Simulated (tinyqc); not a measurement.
From one set of inputs to another, one input at a time: sheet resistance and Hall data of a diffused or implanted layer. Computed by tinyqc, a small Python program. Command: `OMP_NUM_THREADS=1 python tinyqc.py 3024034 3024035 out.jsonl layer ladder`. One thread of a shared host (Intel(R) Xeon(R) Processor @ 2.30GHz), about 0.01 s of CPU time with the checks.

Carriers are taken equal to the net active doping down to the junction (full ionisation, which deep dopants in wide-gap hosts do not reach; no spill-over, no depletion), and the Hall factor is 1.

The inputs printed are set A. Set A is modelled on arsenic in silicon; the values taken over come from a set modelled on boron in silicon. Inputs not listed in the table keep their values of set A, so the rows need not describe a real material.

Inputs (values chosen for the exercise, modelled on arsenic in silicon): mu_min = 53.2 cm^2/(V s); mu_max = 1450 cm^2/(V s); N_ref = 9.4e+16 1/cm^3; exponent alpha = 0.67; peak concentration N_0 = 5.7e+20 1/cm^3; length scale l = 27 nm; background doping N_B (opposite type) = 3.1e+14 1/cm^3; solubility limit N_s = 2.1e+20 1/cm^3.

Profile: box. Activation: limited by solubility.

Constants: e = 1.602176634e-19 C.

Method:
- N(x) = N_0 down to x_j = l, dose N_0 l.
- Mobility mu = mu_min + (mu_max - mu_min)/(1 + (N_t/N_ref)^alpha), N_t = active doping + N_B; carriers n = active doping - N_B, active doping min(N, N_s).
- Integrals from x_0 (0 unless stated) to x_j by the midpoint rule on 400 even intervals: 1/R_s = e int n mu dx; sheet density n_s = int n dx; Hall sheet density (int n mu dx)^2/int n mu^2 dx; Hall mobility int n mu^2 dx/int n mu dx.
- Mean conductivity 1/(R_s x_j); mean mobility 1/(e n_s R_s).

Each row keeps all changes above it:
```
input moved                                        from       to  sheet resistance R_s (ohm)  Hall mobility (cm^2/(V s))  mean conductivity 1/(R_s x_j) (S/cm)
set A                                                 -        -                       180.1                       61.12                                  2056
mu_max (cm^2/(V s))                                1450      459                       198.3                       55.50                                  1867
solubility limit N_s (1/cm^3)                   2.1e+20  1.7e+20                       243.5                       55.85                                  1521
length scale l (nm)                                  27     1100                         6.0                       55.85                                  1521
N_ref (1/cm^3)                                  9.4e+16  2.2e+17                         5.8                       57.86                                  1576
peak concentration N_0 (1/cm^3)                 5.7e+20  9.3e+20                         5.8                       57.86                                  1576
mu_min (cm^2/(V s))                                53.2     42.7                         7.0                       47.48                                  1293
background doping N_B (opposite type) (1/cm^3)  3.1e+14  1.6e+14                         7.0                       47.48                                  1293
```

Which inputs carry the difference?

Sheet resistance R_s goes from 180 to 7.03, a factor 0.0390 in all. The largest single move comes from length scale l (a factor 0.0245). Hall mobility goes from 61.1 to 47.5, a factor 0.777 in all. The largest single move comes from mu_min (a factor 0.821), and N_ref works against it (a factor 1.04). Mean conductivity 1/(R_s x_j) goes from 2060 to 1290, a factor 0.629 in all. The largest single move comes from solubility limit N_s (a factor 0.815), and N_ref works against it (a factor 1.04). The single moves hold for this order of the switches; the total does not depend on the order.

Extremes, crossings and ranges named in words are read from the listed rows.
